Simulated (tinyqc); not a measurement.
# Worked calculation: short-channel transistor, virtual-source model with series resistance

Numbers from tinyqc (`OMP_NUM_THREADS=1 python tinyqc.py 2380125 2380126 out.jsonl`; about 0.01 s on one thread of a shared Intel Xeon 2.30GHz). Printed values are rounded.

The current per gate width is the charge at the top of the source barrier (the virtual source) times its velocity times a saturation function; al and be are fitting constants of the model. Units: I in uA/um, Rs in ohm um, so I Rs = 1e-6 I Rs in volts; Q in uC/cm^2, so I = 1e-4 Q vx0 Fsat with vx0 in cm/s.

Inputs (values chosen for the exercise): temperature T = 300 K; inversion capacitance Cinv = 2.22 uF/cm^2; velocity at the virtual source vx0 = 6e6 cm/s; apparent mobility mu = 150 cm^2/(V s); channel length L = 20 nm; threshold at zero drain voltage VT0 = 0.46 V; drain-induced barrier lowering dl = 0.121 V/V; subthreshold factor n0 = 1.36; growth of n with drain voltage nd = 0 1/V; threshold shift (in units of Vt) from weak to strong inversion al = 3.5; sharpness of saturation be = 1.8; series resistance of each contact Rs = 30 ohm um; gate voltage Vgs = 1.2 V; drain voltage Vds = 0.6 V.

Constants: q = 1.602176634e-19 C, kB = 1.380649e-23 J/K, Vt = kB T/q. Results are converted to the units shown.

## Iteration 1: current through the series resistance

I at the start = 0 uA/um

Intrinsic voltages Vg' = Vgs - I Rs, Vd' = Vds - 2 I Rs. n = n0 + nd Vd', VT = VT0 - dl Vd', Ff = 1/(1 + exp((Vg' - VT + al Vt/2)/(al Vt))), Q = Cinv n Vt ln(1 + exp((Vg' - VT + al Vt Ff)/(n Vt))), Vdsat = (vx0 L/mu)(1 - Ff) + Vt Ff, Fsat = u/(1 + u^be)^(1/be) with u = Vd'/Vdsat, and I(out) = Q vx0 Fsat per width. (Fsat takes the sign of u.) Newton step: I(new) = I + (I(out) - I)/(1 - s), s = dI(out)/dI by a central difference with +/- 0.001 uA/um.

Vg' = 1.2 V
Vd' = 0.6 V
VT = 0.3874 V
Ff = 7.629767e-5
Q = 1.803987 uC/cm^2
Vdsat = 0.07999587 V
Fsat = 0.9855222
I(out) = 1066.722 uA/um
s = -0.05167122
I after iteration 1 = 1014.311 uA/um

## Iteration 2: current through the series resistance

As before.

Vg' = 1.169571 V
Vd' = 0.5391413 V
VT = 0.3947639 V
Ff = 1.158494e-4
Q = 1.720094 uC/cm^2
Vdsat = 0.07999373 V
Fsat = 0.9825244
I(out) = 1014.021 uA/um
s = -0.05228125
I after iteration 2 = 1014.035 uA/um

## Course of the iteration: current through the series resistance

Stop when I changes by less than 1e-7 uA/um, or after 80 iterations.

Course of the iteration:
```
iteration  I (uA/um)  |change| (uA/um)
1           1014.311              1010
2           1014.035             0.276
3           1014.035           2.61e-8
```

Converged in 3 iterations. The change falls from 1000 in the first iteration to below the tolerance in the last.

## What the series resistance costs

converged I = 1014.035 uA/um
I0 = 1066.722 uA/um

Intrinsic voltages Vg' = Vgs - I Rs, Vd' = Vds - 2 I Rs. n = n0 + nd Vd', VT = VT0 - dl Vd', Ff = 1/(1 + exp((Vg' - VT + al Vt/2)/(al Vt))), Q = Cinv n Vt ln(1 + exp((Vg' - VT + al Vt Ff)/(n Vt))), Vdsat = (vx0 L/mu)(1 - Ff) + Vt Ff, Fsat = u/(1 + u^be)^(1/be) with u = Vd'/Vdsat, and I = Q vx0 Fsat per width. I0 is the current for Rs = 0. Effective velocity I/Q; transit time L Q/I.

loss against I0 = 4.939110 %
effective velocity = 5.895152e6 cm/s
transit time = 0.3392618 ps

The carriers leave the virtual source at 98.3 % of vx0: the device is in saturation.
